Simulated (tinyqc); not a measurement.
Inside a calculation. Method: CIS on RHF in the 6-311g basis, for H2, spin multiplicity 1. One step of it, computed by the program tinyqc.

Problem. CIS matrix, singlets. A(ia,jb) = (e_a - e_i) d_ij d_ab + 2 (ia|jb) - (ij|ab).

orbital energies (hartree): [-0.572626, 0.156025, 0.312549, 0.617115, 2.515832, 2.654488]

Two-electron integrals over orbitals (pq|rs), unique and non-zero (hartree):
```
(11|11) 0.623462    (21|21) 0.052923    (22|11) 0.353348    (22|22) 0.302196
(31|11) -0.129989   (31|22) -0.028358   (31|31) 0.054695    (32|21) 0.021287
(32|32) 0.036835    (33|11) 0.362197    (33|22) 0.275418    (33|31) -0.036821
(33|33) 0.281824    (41|21) -0.066824   (41|32) -0.004105   (41|41) 0.104011
(42|11) -0.137586   (42|22) -0.048362   (42|31) 0.041641    (42|33) -0.047305
(42|42) 0.056824    (43|21) 0.035124    (43|32) 0.017504    (43|41) -0.044192
(43|43) 0.030043    (44|11) 0.490684    (44|22) 0.329168    (44|31) -0.082226
(44|33) 0.312638    (44|42) -0.103388   (44|44) 0.426955    (51|11) -0.086097
(51|22) -0.012072   (51|31) 0.047868    (51|33) -0.022522   (51|42) 0.027052
(51|44) -0.057049   (51|51) 0.083195    (52|21) -0.002230   (52|32) 0.003433
(52|41) 0.009095    (52|43) -0.008584   (52|52) 0.012311    (53|11) 0.105609
(53|22) 0.032643    (53|31) -0.038888   (53|33) 0.035178    (53|42) -0.035204
(53|44) 0.072116    (53|51) -0.043465   (53|53) 0.035851    (54|21) 0.009751
(54|32) -0.018856   (54|41) -0.033132   (54|43) 0.012025    (54|52) -0.019389
(54|54) 0.044693    (55|11) 0.625228    (55|22) 0.347163    (55|31) -0.136025
(55|33) 0.360438    (55|42) -0.138525   (55|44) 0.492244    (55|51) -0.124596
(55|53) 0.122385    (55|55) 0.676843    (61|21) -0.028888   (61|32) 0.015680
(61|41) 0.063565    (61|43) -0.030103   (61|52) 0.027604    (61|54) -0.059176
(61|61) 0.090132    (62|11) -0.026437   (62|22) 0.010224    (62|31) 0.021761
(62|33) -0.001828   (62|42) 0.005148    (62|44) -0.011818   (62|51) 0.035538
(62|53) -0.015559   (62|55) -0.044552   (62|62) 0.022549    (63|21) 0.030510
(63|32) -0.002004   (63|41) -0.050974   (63|43) 0.021560    (63|52) -0.009970
(63|54) 0.028752    (63|61) -0.047229   (63|63) 0.032652    (64|11) 0.142313
(64|22) 0.028014    (64|31) -0.060900   (64|33) 0.044117    (64|42) -0.045974
(64|44) 0.092441    (64|51) -0.076074   (64|53) 0.050975    (64|55) 0.174728
(64|62) -0.036117   (64|64) 0.089159    (65|21) 0.089076    (65|32) 0.005813
(65|41) -0.140672   (65|43) 0.068015    (65|52) -0.032866   (65|54) 0.079390
(65|61) -0.132764   (65|63) 0.088528    (65|65) 0.260824    (66|11) 0.658446
(66|22) 0.364076    (66|31) -0.152812   (66|33) 0.368796    (66|42) -0.153121
(66|44) 0.525431    (66|51) -0.159809   (66|53) 0.140905    (66|55) 0.724943
(66|62) -0.054448   (66|64) 0.202768    (66|66) 0.797428
```

Give: CIS matrix A, singlet.

Solution.

CIS matrix A, singlet (hartree), order 1>2, 1>3, 1>4, 1>5, 1>6:
```
[[0.481, 0.000, 0.004, 0.000, -0.031],
 [0.000, 0.632, 0.000, -0.010, 0.000],
 [0.004, 0.000, 0.907, 0.000, -0.015],
 [0.000, -0.010, 0.000, 2.630, 0.000],
 [-0.031, 0.000, -0.015, 0.000, 2.749]]
```
